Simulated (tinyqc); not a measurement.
Worked calculation: empirical pseudopotential in a few plane waves. One step of it, computed by the program tinyqc.

Task: Bloch Hamiltonian at k. Basis: the 15 shortest G (labels in 2 pi/a), the same at every k. H(G,G') = c |k + G|^2 delta + VS(|G-G'|^2) cos((G-G').tau) + i VA sin((G-G').tau), tau = a/8 (1,1,1); 1 Ry = 13.605693 eV.

Parameters chosen for this model: fcc lattice, atoms at +/- a/8 (1,1,1); form factors in rydberg at |G|^2 in units of (2 pi/a)^2:
```
parameter                 value      unit
a                      5.580000  angstrom
VS(3)                 -0.249000        Ry
VS(8)                  0.048000        Ry
VS(11)                 0.052000        Ry
VA(3)                  0.067000        Ry
VA(4)                  0.020000        Ry
VA(11)                 0.006000        Ry
hbar^2/2m (2 pi/a)^2   4.830747        eV
```

k point k (2 pi / a): [0.100000, -0.540000, -0.310000]

Give: H(k) at k.

Result:

H(k) at k (eV), order +0+0+0, -1-1-1, -1-1+1, -1+1-1, -1+1+1, +1-1-1, +1-1+1, +1+1-1, +1+1+1, -2+0+0, +0-2+0, +0+0-2, +0+0+2, +0+2+0, +2+0+0:
```
[[1.9212, 2.3955+0.6446i, -2.3955+0.6446i, -2.3955+0.6446i, -2.3955-0.6446i, -2.3955+0.6446i, -2.3955-0.6446i, -2.3955-0.6446i, 2.3955-0.6446i, 0.0000+0.2721i, 0.0000+0.2721i, 0.0000+0.2721i, 0.0000-0.2721i, 0.0000-0.2721i, 0.0000-0.2721i],
 [2.3955-0.6446i, 23.6595, 0.0000-0.2721i, 0.0000-0.2721i, -0.6531, 0.0000-0.2721i, -0.6531, -0.6531, 0.0000, -2.3955-0.6446i, -2.3955-0.6446i, -2.3955-0.6446i, -0.5003+0.0577i, -0.5003+0.0577i, -0.5003+0.0577i],
 [-2.3955-0.6446i, 0.0000+0.2721i, 17.6694, 0.6531, 0.0000-0.2721i, 0.6531, 0.0000-0.2721i, 0.0000, -0.6531, -2.3955+0.6446i, -2.3955+0.6446i, 0.5003+0.0577i, 2.3955-0.6446i, -0.5003-0.0577i, -0.5003-0.0577i],
 [-2.3955-0.6446i, 0.0000+0.2721i, 0.6531, 13.2251, 0.0000-0.2721i, 0.6531, 0.0000, 0.0000-0.2721i, -0.6531, -2.3955+0.6446i, 0.5003+0.0577i, -2.3955+0.6446i, -0.5003-0.0577i, 2.3955-0.6446i, -0.5003-0.0577i],
 [-2.3955+0.6446i, -0.6531, 0.0000+0.2721i, 0.0000+0.2721i, 7.2350, 0.0000, 0.6531, 0.6531, 0.0000-0.2721i, 2.3955+0.6446i, -0.5003+0.0577i, -0.5003+0.0577i, -2.3955-0.6446i, -2.3955-0.6446i, 0.5003-0.0577i],
 [-2.3955-0.6446i, 0.0000+0.2721i, 0.6531, 0.6531, 0.0000, 25.5918, 0.0000-0.2721i, 0.0000-0.2721i, -0.6531, 0.5003+0.0577i, -2.3955+0.6446i, -2.3955+0.6446i, -0.5003-0.0577i, -0.5003-0.0577i, 2.3955-0.6446i],
 [-2.3955+0.6446i, -0.6531, 0.0000+0.2721i, 0.0000, 0.6531, 0.0000+0.2721i, 19.6017, 0.6531, 0.0000-0.2721i, -0.5003+0.0577i, 2.3955+0.6446i, -0.5003+0.0577i, -2.3955-0.6446i, 0.5003-0.0577i, -2.3955-0.6446i],
 [-2.3955+0.6446i, -0.6531, 0.0000, 0.0000+0.2721i, 0.6531, 0.0000+0.2721i, 0.6531, 15.1574, 0.0000-0.2721i, -0.5003+0.0577i, -0.5003+0.0577i, 2.3955+0.6446i, 0.5003-0.0577i, -2.3955-0.6446i, -2.3955-0.6446i],
 [2.3955+0.6446i, 0.0000, -0.6531, -0.6531, 0.0000+0.2721i, -0.6531, 0.0000+0.2721i, 0.0000+0.2721i, 9.1673, -0.5003-0.0577i, -0.5003-0.0577i, -0.5003-0.0577i, -2.3955+0.6446i, -2.3955+0.6446i, -2.3955+0.6446i],
 [0.0000-0.2721i, -2.3955+0.6446i, -2.3955-0.6446i, -2.3955-0.6446i, 2.3955-0.6446i, 0.5003-0.0577i, -0.5003-0.0577i, -0.5003-0.0577i, -0.5003+0.0577i, 19.3119, 0.6531, 0.6531, -0.6531, -0.6531, 0.0000],
 [0.0000-0.2721i, -2.3955+0.6446i, -2.3955-0.6446i, 0.5003-0.0577i, -0.5003-0.0577i, -2.3955-0.6446i, 2.3955-0.6446i, -0.5003-0.0577i, -0.5003+0.0577i, 0.6531, 31.6786, 0.6531, -0.6531, 0.0000, -0.6531],
 [0.0000-0.2721i, -2.3955+0.6446i, 0.5003-0.0577i, -2.3955-0.6446i, -0.5003-0.0577i, -2.3955-0.6446i, -0.5003-0.0577i, 2.3955-0.6446i, -0.5003+0.0577i, 0.6531, 0.6531, 27.2343, 0.0000, -0.6531, -0.6531],
 [0.0000+0.2721i, -0.5003-0.0577i, 2.3955+0.6446i, -0.5003+0.0577i, -2.3955+0.6446i, -0.5003+0.0577i, -2.3955+0.6446i, 0.5003+0.0577i, -2.3955-0.6446i, -0.6531, -0.6531, 0.0000, 15.2540, 0.6531, 0.6531],
 [0.0000+0.2721i, -0.5003-0.0577i, -0.5003+0.0577i, 2.3955+0.6446i, -2.3955+0.6446i, -0.5003+0.0577i, 0.5003+0.0577i, -2.3955+0.6446i, -2.3955-0.6446i, -0.6531, 0.0000, -0.6531, 0.6531, 10.8098, 0.6531],
 [0.0000+0.2721i, -0.5003-0.0577i, -0.5003+0.0577i, -0.5003+0.0577i, 0.5003+0.0577i, 2.3955+0.6446i, -2.3955+0.6446i, -2.3955+0.6446i, -2.3955-0.6446i, 0.0000, -0.6531, -0.6531, 0.6531, 0.6531, 23.1765]]
```
